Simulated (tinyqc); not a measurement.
All-pass ring resonator: course of the iteration: thermal shift of the resonance.

A ring of length L = 2 pi Rr coupled to one bus waveguide: round-trip amplitude a = 10^(-al L/20), self-coupling t = sqrt(1 - k2). At detuning d from the resonance the round-trip phase is p = 2 pi d/FSR and the transmission T = (a^2 - 2 a t cos p + t^2)/(1 - 2 a t cos p + a^2 t^2). Lossless coupler, linear absorption only.

T is the transmission at d = dl - s, p = 2 pi d/FSR; out = (lam dT/ng) Rt fa (1 - T) Pin; s(new) = out.

Stop when s changes by less than 1e-7 pm, or after 200 iterations.

Inputs (values chosen for the exercise); values close to those of silicon waveguides: cold resonance wavelength lam = 1550 nm; group index ng = 4.18; thermo-optic change of the effective index dT = 0.00018 1/K; thermal resistance Rt = 8.7 K/mW; share of the loss that heats the ring fa = 0.41; input power Pin = 1.4 mW; laser detuning from the cold resonance dl = 72 pm.

s at the start = 0 pm
a = 0.969374
t = 0.989949
FSR = 9.14760 nm

Course of the iteration:
```
iteration	s (pm)	|change| (pm)
1	101.122	101
2	199.680	98.6
3	44.6477	155
4	204.271	160
5	42.1242	162
6	197.704	156
7	45.7994	152
8	207.210	161
9	40.6119	167
...	...	...
192	242.202	162
193	27.2967	215
194	158.653	131
195	79.9659	78.7
196	242.452	162
197	27.2257	215
198	158.473	131
199	80.1906	78.3
200	242.212	162
```

Did this iteration meet its convergence test, and what does its course show?

No. Not converged within 200 iterations. The value swings from side to side without settling. At the solution, 129.2 pm, d(out)/ds = -2.15: on this side heating pushes the resonance away from the laser, a negative feedback too strong for plain substitution. A rerun with the update damped to 0.25 converges in 16 iterations.

tinyqc, about 0.01 s, one thread, Intel Xeon 2.30GHz (shared host): `OMP_NUM_THREADS=1 python tinyqc.py 2650043 2650044 out.jsonl`
